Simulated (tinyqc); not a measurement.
Convergence with cell size: Koster-Slater impurity in a tight-binding band, by Green functions and by supercells. Computed by tinyqc, a small Python program. Command: `OMP_NUM_THREADS=1 python tinyqc.py 3005623 3005624 out.jsonl kosterslater walk`. One thread of a shared host (Intel(R) Xeon(R) Processor @ 2.30GHz), about 0.04 s of CPU time with the checks.

One orbital per site, e(k) = -2 t sum cos(k_i) over 3 direction(s), band from -6 t to 6 t, lattice constant 1. One site has the extra energy U. Spin is left out.

Inputs (values chosen for the exercise, for a model band): hopping t = 2 eV; impurity potential U = 11.5 eV.

Lattice: simple cubic.

Method:
- Outside the band G0(E) = (1/pi) int_0^pi dk (2/(pi z)) K(16 t^2/z^2), z = E + 2 t cos k, K the complete elliptic integral with parameter m; 200 Gauss-Legendre points.
- A bound state solves 1/U = G0(E).
- Bisection in ln(distance from the edge) between 1e-5 t and |U| + t. Weight on the impurity site: -1/(U^2 dG0/dE), by a central difference with step min(1e-4 t, distance/30). Decay length along an axis: 1/arccosh(1 + distance/(2 t)).
- In a periodic cell of N sites along each direction with Bloch vector K, the level solves 1/U = N^-d sum_k 1/(E - e(k)), k_i = (2 pi m_i + K_i)/N, m_i = 0..N-1; the outermost root on the side of U is taken (bisection). d is the number of directions. Gamma means K_i = 0, the zone corner K_i = pi, the quarter point K_i = pi/2.
- Even N; errors against the isolated level E_b, set to 0 below 1e-6 t.

level E_b = 13.8283 eV

decay length = 1.08343 sites

Error of the level (eV):
```
N   sites       Gamma       corner  quarter point
2       8  2.0660e+00  -2.3283e+00    -1.4629e-01
4      64  1.8257e-01  -1.4629e-01    -1.8266e-03
6     216  1.8013e-02  -1.5161e-02    -3.0837e-05
8     512  1.9979e-03  -1.8266e-03              0
10   1000  2.4339e-04  -2.3335e-04              0
12   1728  3.1433e-05  -3.0837e-05              0
```

What does the comparison show, and why?

The error at Gamma falls exponentially, between the last two resolved rows by exp(-1.023) per site against 1/(decay length) = 0.923; the rest is the power-law prefactor of the Green function. Gamma and the corner err in opposite directions. Among the sizes listed an error below 1 meV is first reached at N = 10 at Gamma; at the quarter point N = 6 is enough.

Extremes, crossings and ranges named in words are read from the listed rows.
